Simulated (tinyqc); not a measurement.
# Worked calculation: drifting, spreading and decaying minority pulse (Haynes-Shockley), explicit time steps

Numbers from tinyqc (`OMP_NUM_THREADS=1 python tinyqc.py 2310014 2310015 out.jsonl`; about 0.01 s on one thread of a shared Intel Xeon 2.30GHz). Printed values are rounded.

Low injection in a uniform field: dn/dt = D d2n/dx2 - v dn/dx - n/tau with D = mu Vt and v = mu F towards +x. Exact solution on an infinite bar for a Gaussian start at x0: n = N0 exp(-t/tau) exp(-(x - x0 - v t)^2/(2 s^2))/sqrt(2 pi s^2), s^2 = s0^2 + 2 D t.

Inputs (values chosen for the exercise); mobility close to that of silicon at room temperature: temperature T = 300 K; minority-carrier mobility mu = 1350 cm^2/(V s); sweep field along the drift F = 11 V/cm; mesh step hx = 68 um; lifetime tau = 5.5e-6 s; injected sheet density N0 = 2e9 cm^-2; time step dt = 2.3e-7 s; initial width (standard deviation) s0 = 82 um.

Constants: q = 1.602176634e-19 C, kB = 1.380649e-23 J/K, Vt = kB T/q. Results are converted to the units shown.

## Coefficients of the scheme

Exponentially fitted fluxes: d = F hx/Vt, B(d) = d/(exp(d) - 1), k = D dt/hx^2; (L n)_i = a n_(i-1) + b n_i + c n_(i+1) with a = k B(-d), c = k B(d), b = -a - c - dt/tau. Explicit steps keep n positive for dt up to 1/[(D/hx^2)(B(d) + B(-d)) + 1/tau].

D = 34.9002 cm^2/s
v = 14850 cm/s
d = 2.89339
a = 0.531731
b = -0.603001
c = 0.0294515
positivity limit of dt = 3.81426e-7 s

dt is 0.60 times the explicit limit. On this mesh the fitted flux acts like a diffusion coefficient (d/2) coth(d/2) D = 1.62 D for a travelling pulse, before the error of the time steps.

## Initial pulse

Nodes x_i = i hx, i = 1 to 10, n = 0 at nodes 0 and 11; the Gaussian at t = 0 with x0 = 4 hx.

n at t = 0, node 1 to 10 (in units of 1e10 cm^-3): 0.44072  2.45929  6.89917  9.73030  6.89917  2.45929  0.44072  0.03971  0.00180  0.00004

## Step 1: densities after a time step

(L n)_i = a n_(i-1) + b n_i + c n_(i+1), n = 0 beyond the ends. Explicit step: n(new) = n + L n.

n at t = 1 dt, node 1 to 10 (in units of 1e10 cm^-3): 0.24740  1.41387  4.33322  7.73462  7.98530  4.65782  1.48382  0.25016  0.02183  0.00097

## Step 2: densities after a time step

As before.

n at t = 2 dt, node 1 to 10 (in units of 1e10 cm^-3): 0.13986  0.82047  2.69988  5.60993  7.42007  6.13888  3.07315  0.88895  0.14171  0.01199

## Step 3: densities after a time step

As before.

n at t = 3 dt, node 1 to 10 (in units of 1e10 cm^-3): 0.07969  0.47961  1.67334  3.88128  6.10954  6.47312  4.51045  1.99117  0.52929  0.08011

## Course in time

The same steps, now on nodes 1 to 60 (n = 0 at nodes 0 and 61), for 24 steps; centre = sum x n/sum n. Deviations are from the exact pulse, as a share of its largest value on the nodes; a run counts as stable if they stay under 100 %.

Course of the iteration:
```
step  hx sum n (cm^-2)  centre (um)  most negative n (cm^-3), 0 if none  largest deviation (% of the peak)
1            1.91277e9      308.177                                   0                               2.04
2            1.83229e9      343.916                                   0                               3.97
3            1.75539e9      379.622                                   0                               5.11
4            1.68182e9      415.307                                   0                               5.74
5            1.61140e9      450.978                                   0                               6.95
6            1.54396e9      486.640                                   0                               6.62
7            1.47936e9      522.297                                   0                               8.07
8            1.41748e9      557.950                                   0                               7.93
9            1.35819e9      593.600                                   0                               8.76
...                ...          ...                                 ...                                ...
16           1.00714e9      843.128                                   0                               10.8
17           9.65027e8      878.774                                   0                               11.6
18           9.24671e8      914.419                                   0                               11.6
19           8.86003e8      950.065                                   0                               12.2
20           8.48952e8      985.711                                   0                               12.4
21           8.13450e8      1021.36                                   0                               12.8
22           7.79433e8      1057.00                                   0                               13.0
23           7.46839e8      1092.65                                   0                               13.3
24           7.15607e8      1128.29                                   0                               13.6
```

The run is stable. After 24 steps the deviation is 14 % of the peak. From step 1 to the last the centre has moved at 1.04 v and the content is 2.4 % below N0 exp(-t/tau). On an endless mesh these steps would give a speed of 1.04 v and a content of 0.979 times the exact one, from dt/tau = 0.0418 alone; the rest comes from the absorbing ends.
